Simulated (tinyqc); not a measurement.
# Inputs raised by 2 %, one at a time

Model: millisecond and nanosecond annealing: surface heating, thermal budget and solid-phase regrowth. Computed by tinyqc, a small Python program. Command: `OMP_NUM_THREADS=1 python tinyqc.py 3003884 3003885 out.jsonl flash sens`. One thread of a shared host (Intel(R) Xeon(R) Processor @ 2.30GHz), about 0.04 s of CPU time with the checks.

A square pulse heats the surface of a thick wafer with constant thermal properties; losses by radiation are neglected and silicon melts at 1414 C.

Inputs (values chosen for the exercise, modelled on hot silicon with boron): incident fluence = 7 J/cm^2; pulse length t_p = 0.00016 s; reflectance R = 0.35; thermal conductivity k = 0.3 W/(cm K); heat capacity per volume c = 2.2 J/(cm^3 K); preheat temperature T0 = 600 C; dopant prefactor D0 = 0.824 cm^2/s; dopant activation energy E = 3.47 eV; regrowth prefactor v0 = 3.5e+08 cm/s; regrowth energy E_v = 2.71 eV.

Source: scanned laser.

Constants: k_B = 8.617333262e-05 eV/K.

Method:
- Absorbed flux q = (1 - R) fluence/t_p; kappa = k/c. With f(z, t) = (2 q/k) sqrt(kappa t) ierfc(z/(2 sqrt(kappa t))), ierfc(x) = exp(-x^2)/sqrt(pi) - x erfc(x): T = T0 + f(z, t) during the pulse and T0 + f(z, t) - f(z, t - t_p) after it.
- At the surface the rise at the end of the pulse is 2 q sqrt(t_p/(pi k c)); the fluence that just melts the surface scales with (1414 - T0).
- Temperatures in kelvin are T(C) + 273.15.
- Integrate exp(-E/(k_B T(t))) at the surface from 0 to 10 t_p (Gauss-Legendre, 60 points in sqrt(t) up to t_p and 60 in sqrt(t - t_p) after it). (Dt) = D0 x integral with E; regrowth = v0 x integral with E_v; effective time = integral/exp(-E/(k_B T_peak)).

Runs; columns: (1) input moved; (2) from; (3) to; (4) diffusion length 2 sqrt(Dt) (nm); (5) possible regrowth (nm); (6) effective time over t_p; (7) fluence at the melting threshold (J/cm^2):
```
(1)                                          (2)        (3)       (4)     (5)      (6)     (7)
base run                                       -          -  0.041779  14.802  0.18159  11.405
pulse length t_p (s)                     0.00016  0.0001632  0.040091  13.955  0.18218  11.518
reflectance R                               0.35      0.357  0.039506  13.581  0.18224  11.529
thermal conductivity k (W/(cm K))            0.3      0.306  0.039696  13.681  0.18218  11.518
heat capacity per volume c (J/(cm^3 K))      2.2      2.244  0.039696  13.681  0.18218  11.518
dopant activation energy E (eV)             3.47     3.5394  0.030846  14.802  0.17797  11.405
dopant prefactor D0 (cm^2/s)               0.824    0.84048  0.042195  14.802  0.18159  11.405
```

Exponents ln(y'/y) / ln(x'/x):
```
input                       diffusion length 2 sqrt(Dt)  possible regrowth  effective time over t_p  fluence at the melting threshold
pulse length t_p                                 -2.083             -2.978                    0.164                             0.500
reflectance R                                    -2.825             -4.349                    0.179                             0.547
thermal conductivity k                           -2.583             -3.978                    0.164                             0.500
heat capacity per volume c                       -2.583             -3.978                    0.164                             0.500
dopant activation energy E                      -15.321              0.000                   -1.016                             0.000
dopant prefactor D0                               0.500              0.000                    0.000                             0.000
```

Among the inputs moved here: diffusion length 2 sqrt(Dt) answers most in size to dopant activation energy E (exponent -15.321), next to reflectance R (-2.825). Its exponent +0.500 in dopant prefactor D0: a diffusion length. Possible regrowth answers most in size to reflectance R (exponent -4.349), next to thermal conductivity k (-3.978); its exponent is below 0.0005 for dopant activation energy E, dopant prefactor D0. Effective time over t_p answers most in size to dopant activation energy E (exponent -1.016), next to reflectance R (+0.179); its exponent is below 0.0005 for dopant prefactor D0. Fluence at the melting threshold answers most in size to reflectance R (exponent +0.547), next to pulse length t_p (+0.500); its exponent is below 0.0005 for dopant activation energy E, dopant prefactor D0. Its exponent +0.500 in pulse length t_p: the heated depth grows as sqrt(t_p). Its exponent +0.500 in thermal conductivity k: the rise goes as 1/sqrt(k c).

Caution (all rows): equilibrium diffusivities are used; implant damage enhances diffusion, and k and c vary with temperature. Caution (all rows): a diffusion length below the atomic spacing of 0.235 nm means about one jump per atom or fewer, so the profile does not change measurably.
